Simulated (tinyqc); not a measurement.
Inside a calculation. Model: equilibrium and kinetic segregation of a solute to boundaries and growing surfaces. Computed by tinyqc, a small Python program that keeps every step. Command: `OMP_NUM_THREADS=1 python tinyqc.py 3018169 3018170 out.jsonl segreg walk`. One thread of a shared host (Intel(R) Xeon(R) Processor @ 2.30GHz), about 0.01 s of CPU time with the checks. Intermediate numbers are printed to about 6 digits and carried at full precision; extremes and crossings named in words are read from the listed rows.

Inputs (values chosen for the exercise, for a model alloy):
```
quantity                               value          unit
segregation energy Q                   0.306            eV
interaction z w (positive attracts)      0.2            eV
total solute fraction x0               0.001             -
temperature T                           1075             K
grain size d                             220            nm
boundary thickness delta                0.32            nm
atomic volume Omega                     12.8    angstrom^3
clean boundary energy gamma_0           0.68         J/m^2
bulk diffusivity D                   7.4e-21         m^2/s
anneal time t                           7900             s
exchange barrier E_b                    1.44            eV
surface segregation energy E_s          0.38            eV
growth temperature T_g                   680             K
growth rate                                1  monolayers/s
mixing                                   0.5             -
```

Isotherm: Fowler-Guggenheim.

Constants: k_B = 8.617333262e-05 eV/K; 1 eV/angstrom^2 = 16.02176634 J/m^2.

## Coverage for very large grains, by iteration

With theta the solute fraction on boundary sites and x that in the grains, theta/(1 - theta) = [x/(1 - x)] exp[(Q + z w theta)/(k_B T)]. The coverage theta_inf is that for x = x0. Start at theta = 0; theta(new) = theta + mixing (theta(out) - theta); stop below 1e-10, 80 steps at most.

Iteration:
```
step   theta in  theta out     out - in
1     0.0000000  0.0265061  2.65061e-02
2     0.0132531  0.0272545  1.40015e-02
3     0.0202538  0.0276581  7.40433e-03
4     0.0239560  0.0278739  3.91793e-03
5     0.0259149  0.0279887  2.07380e-03
6     0.0269518  0.0280497  1.09787e-03
...         ...        ...          ...
27    0.0281184  0.0281184  1.74439e-09
28    0.0281184  0.0281184  9.23653e-10
29    0.0281184  0.0281184  4.89074e-10
30    0.0281184  0.0281184  2.58965e-10
31    0.0281184  0.0281184  1.37122e-10
32    0.0281184  0.0281184  7.26061e-11
```

coverage theta_inf = 0.0281184

last residual = 7.26061e-11

Converged; without interaction theta would be 0.0265.

## Depletion of small grains

Finite grains: boundary sites are the fraction f = 3 delta/d, and x0 = (1 - f) x + f theta; solve both equations for theta; share at boundaries = f theta/x0.

site fraction f = 0.00436364

coverage theta = 0.0250635

fraction x left in the grains = 8.94535e-04

share of solute at boundaries = 10.9368 %

enrichment theta/x = 28.0184

11 % of the solute sits at boundaries; for a dopant that share is electrically lost.

## Boundary energy

Gibbs adsorption for this isotherm in a dilute matrix: gamma = gamma_0 + Gam_0 [k_B T ln(1 - theta) + z w theta^2/2], Gam_0 = delta/Omega sites per area.

Gam_0 = 25 1/nm^2

boundary energy gamma = 0.670833 J/m^2

Segregation lowers gamma by 1.3 %, and the driving force of grain growth with it.

## How fast the boundary fills

McLean kinetics from a uniform start, fed from both sides, with a constant enrichment beta = theta_inf/x0: (theta - x0)/(theta_inf - x0) = 1 - exp(s^2) erfc(s), s = 2 sqrt(D t)/(beta delta); half filling at s = 0.7691, t = (0.7691 beta delta/2)^2/D. D is an input and does not follow T.

s = 1.69949

degree of filling = 0.708267

time to half filling = 1617.92 s

diffusion length sqrt(D t) = 7.64591 nm

## Segregation at a growing surface

Two-state exchange during growth, dilute: jump up r_u = nu exp(-E_b/(k_B T_g)), jump back r_d = r_u exp(-E_s/(k_B T_g)), nu = 1e13 1/s. In the time 1/R of one monolayer the share carried up is p = [r_u/(r_u + r_d)] [1 - exp(-(r_u + r_d)/R)]; the tail decays as p^n, length -1/ln p monolayers; the equilibrium limit has p = r_u/(r_u + r_d).

r_u = 212.583 1/s

r_d = 0.324476 1/s

share carried up p = 0.998476

decay length = 655.659 monolayers

Exchange is fast against growth: the equilibrium regime, where heating shortens the tail.

## Tail length against growth temperature

The formulas are those given above.

Exchange model:
```
T_g (K)        r_u/R         p  length (monolayers)  equilibrium limit
480      7.59741e-03  0.007569          2.04761e-01            9768.92
514      7.59936e-02  0.073177          3.82428e-01            5320.43
542      4.07552e-01  0.334705          9.13654e-01            3415.76
569      1.76016e+00  0.827757          5.29000e+00            2321.94
592      5.50909e+00  0.995384          2.16126e+02            1718.38
614      1.51469e+01  0.999240          1.31552e+03            1315.97
648      6.31674e+01  0.998893          9.02955e+02             902.95
698      4.00636e+02  0.998199          5.54767e+02             554.77
782      5.24312e+03  0.996456          2.81688e+02             281.69
```

The length peaks among these rows at 614 K with 1320 monolayers. Below, exchange freezes (r_u/R = 0.0076 in the first row); above, the length follows the equilibrium limit, about exp(E_s/(k_B T)), down to 282.

## Coverage against grain size

The formulas are those given above.

At T:
```
d (nm)      theta  x in the grains  share at boundaries (%)
15      0.0102045      3.70630e-04                  65.3091
30      0.0149339      5.39376e-04                  47.7884
60      0.0194741      6.99609e-04                  31.1585
120     0.0229932      8.22635e-04                  18.3946
250     0.0253936      9.05968e-04                   9.7511
500     0.0266845      9.50591e-04                   5.1234
1000    0.0273821      9.74649e-04                   2.6287
5000    0.0279679      9.94821e-04                   0.5370
```

From the largest grains to the smallest the share at boundaries rises from 0.54 to 65 %, and x/x0 falls to 0.37. In the dilute limit x/x0 = 1/(1 - f + f exp(Q/(k_B T))), which gives 0.37 at 15 nm.

Checks made by the program: mass balance (relative difference below 1e-10).
